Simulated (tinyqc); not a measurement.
Free and trapped electrons in a MOS channel with a dense trap tail: two steps of the calculation.

p-type body, charge-sheet picture, full ionisation (an idealisation for deep acceptors), Boltzmann statistics for free electrons. e = Ec - EF at the surface. Acceptor-like traps of density D(E) = D0 + De exp(-E/Ew) at depth E below Ec, from 0 to Eu, hold n_t = integral of D(E)/(1 + exp((e - E)/Vt)). psi = Eg - Vt ln(Nv/Na) - e; N_dep = sqrt(2 eps0 eps_r Na (psi - Vt)/q); n_f = sqrt(N_dep^2 + 2 eps0 eps_r Vt Nc exp(-e/Vt)/q) - N_dep; Vg = Vfb + psi + q (N_dep + n_t + n_f)/Cox, Cox = eps0 eox/tox.

Parameters, values chosen for the exercise; band and dielectric values close to those of 4H silicon carbide: temperature T = 400 K; band gap Eg = 3.22 eV; relative permittivity eps_r = 9.83; conduction-band density of states at T Nc = 2.62e19 cm^-3; valence-band density of states at T Nv = 3.91e19 cm^-3; relative permittivity of the insulator eox = 3.9; insulator thickness tox = 55 nm; acceptor density Na = 7.6e16 cm^-3; flat-band voltage without trapped charge Vfb = -2.48 V; constant background density of acceptor-like traps D0 = 3e11 cm^-2 eV^-1; density of the tail at the conduction edge De = 3.9e12 cm^-2 eV^-1; decay energy of the tail Ew = 0.13 eV; depth below Ec down to which the traps reach Eu = 0.63 eV; mobility of free electrons mf = 130 cm^2/(V s); Ec - EF at the surface e = 0.131 eV.

Constants: q = 1.602176634e-19 C, kB = 1.380649e-23 J/K, Vt = kB T/q, eps0 = 8.8541878128e-14 F/cm where lengths are in cm. Results are converted to the units shown.

Question 1. Trapped charge. Trapezoid rule on 14 equal steps from 0 to Eu, f = 1/(1 + exp((e - E)/Vt)).

Wanted: E; D(E) f; n_t.

Answer 1.

```
point   E (eV)  D(E) f (cm^-2 eV^-1)
0            0              9.186e10
1      0.04500              2.331e11
2      0.09000              5.254e11
3       0.1350              8.890e11
4       0.1800              1.028e12
5       0.2250              9.300e11
6       0.2700              7.750e11
7       0.3150              6.426e11
8       0.3600              5.439e11
9       0.4050              4.728e11
10      0.4500              4.223e11
11      0.4950              3.866e11
12      0.5400              3.612e11
13      0.5850              3.433e11
14      0.6300              3.306e11
```

n_t = 3.494e11 cm^-2

Question 2. Charges and gate voltage. psi, N_dep, n_f and Vg as defined, with the n_t given; free share n_f/(n_f + n_t); apparent mobility mf n_f/(n_f + n_t); gate voltage spent on traps q n_t/Cox.

n_t = 3.4942952e11 cm^-2

Give: psi; N_dep; n_f; Vg; free share; apparent mobility; gate voltage spent on traps.

Answer 2.

psi = 2.874 V
N_dep = 1.531e12 cm^-2
n_f = 7.004e10 cm^-2
Vg = 5.372 V
free share = 16.70 %
apparent mobility = 21.71 cm^2/(V s)
gate voltage spent on traps = 0.8917 V

tinyqc, about 0.02 s, one thread, Intel Xeon 2.30GHz (shared host): `OMP_NUM_THREADS=1 python tinyqc.py 2222173 2222174 out.jsonl`
